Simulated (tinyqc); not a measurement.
Worked calculation: Born-Oppenheimer dynamics on the RHF/sto-3g surface (energies and gradients from PySCF), for H3+, spin multiplicity 1. Computed by tinyqc, a small Python program that keeps every step (integrals from PySCF). Settings: charge = 1, multiplicity = 1, basis = sto-3g, time step (fs) = 0.5, steps = 16. Command: `OMP_NUM_THREADS=1 python tinyqc.py 21422 21423 out.jsonl` (the two numbers bound the seeds that draw the settings). One thread of a shared host (Intel(R) Xeon(R) Processor @ 2.60GHz), about 0.7 s of CPU time with the checks.

positions (bohr):
```
            x          y          z
1H   0.020787  -0.030236  -0.043464
2H  -0.090707  -0.009449   1.795240
3H  -0.115273   1.908623   0.283459
```

The total energy should stay constant up to terms of order dt^2; the step counts as short enough if it moves by less than 2 % of the largest kinetic energy.

Trajectory:

| time (fs) | 1H-2H (angstrom) | potential (hartree) | kinetic (hartree) | total (hartree) |
|---|---|---|---|---|
| 0.000000 | 0.974849 | -1.22959217 | 0.00030875 | -1.22928341 |
| 0.500000 | 0.973977 | -1.23023912 | 0.00094846 | -1.22929067 |
| 1.000000 | 0.966276 | -1.23223298 | 0.00291476 | -1.22931822 |
| 1.500000 | 0.952620 | -1.23513708 | 0.00577368 | -1.22936340 |
| 2.000000 | 0.934593 | -1.23824951 | 0.00883087 | -1.22941864 |
| 2.500000 | 0.914491 | -1.24074121 | 0.01127292 | -1.22946829 |
| 3.000000 | 0.895270 | -1.24191665 | 0.01242795 | -1.22948870 |
| 3.500000 | 0.880380 | -1.24157740 | 0.01211797 | -1.22945943 |
| 4.000000 | 0.873376 | -1.24029854 | 0.01090937 | -1.22938917 |
| 4.500000 | 0.877291 | -1.23924638 | 0.00991577 | -1.22933061 |
| 5.000000 | 0.893821 | -1.23938227 | 0.01004408 | -1.22933819 |
| 5.500000 | 0.922693 | -1.24067326 | 0.01127103 | -1.22940223 |
| 6.000000 | 0.961608 | -1.24218703 | 0.01272233 | -1.22946469 |
| 6.500000 | 1.006849 | -1.24289374 | 0.01340456 | -1.22948918 |
| 7.000000 | 1.054199 | -1.24225726 | 0.01277997 | -1.22947729 |
| 7.500000 | 1.099671 | -1.24030355 | 0.01086054 | -1.22944301 |
| 8.000000 | 1.139913 | -1.23745388 | 0.00805553 | -1.22939835 |

Is the time step short enough?

Yes. The total energy moves within 2.1e-04 hartree, under 2 % of the largest kinetic energy.
